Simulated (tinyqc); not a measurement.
Size effects in the resistivity of thin metal films and interconnect lines: one step, computed by the program tinyqc.

Electrons lose their drift at surfaces (a share 1 - p of the hits) and at grain boundaries (reflection R), besides bulk scattering.

Problem. Surfaces. Fuchs-Sondheimer film: rho_b/rho = 1 - (3/(2 kappa))(1 - p) int_0^1 (s - s^3)(1 - exp(-kappa/s))/(1 - p exp(-kappa/s)) ds, f = rho/rho_b, kappa = thickness/lambda, 80 Gauss-Legendre points.

Inputs (values chosen for the exercise, modelled on platinum): bulk mean free path lambda = 7.65 nm; specularity p = 0.42; film thickness h = 29 nm.

Geometry: film.

Give: kappa = h/lambda; rho/rho_b from surfaces.

Solution.

kappa = h/lambda = 3.791

rho/rho_b from surfaces = 1.061

The thick-film form 1 + 3 (1 - p)/(8 kappa) gives 1.057, a deviation of -0.3 %.
